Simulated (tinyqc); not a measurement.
Two-valley model of the transferred-electron effect: one step, computed by the program tinyqc. Command: `OMP_NUM_THREADS=1 python tinyqc.py 3003530 3003531 out.jsonl gunn walk`. One thread of a shared host (Intel(R) Xeon(R) Processor @ 2.30GHz), about 0.01 s of CPU time with the checks.

Both kinds of valley share one electron temperature T_e, and each has a constant mobility.

Question. Equilibrium. Density-of-states ratio R = Z (m2/m1)^(3/2); n2/n1 = R exp(-dE/(k_B T_e)); mean mobility mu = (mu1 + mu2 n2/n1)/(1 + n2/n1); energy balance e mu F^2 = (3/2) k_B (T_e - T)/tau_E; v = mu F.

Inputs (values chosen for the exercise, modelled on GaN):
```
quantity                       value        unit
central-valley mass m1           0.2         m_0
satellite-valley mass m2        0.43         m_0
satellite valleys Z                6           -
valley separation dE             1.2          eV
central-valley mobility mu1     1000  cm^2/(V s)
satellite-valley mobility mu2     58  cm^2/(V s)
lattice temperature T            150           K
```

Solver: bisection.

Constants: k_B = 8.617333262e-05 eV/K.

Give: R; n2/n1 without field; low-field mobility.

Answer.

R = 18.915

n2/n1 without field = 9.0904e-40

low-field mobility = 1000 cm^2/(V s)

dE is 92.8 k_B T, so the satellites are empty without field.
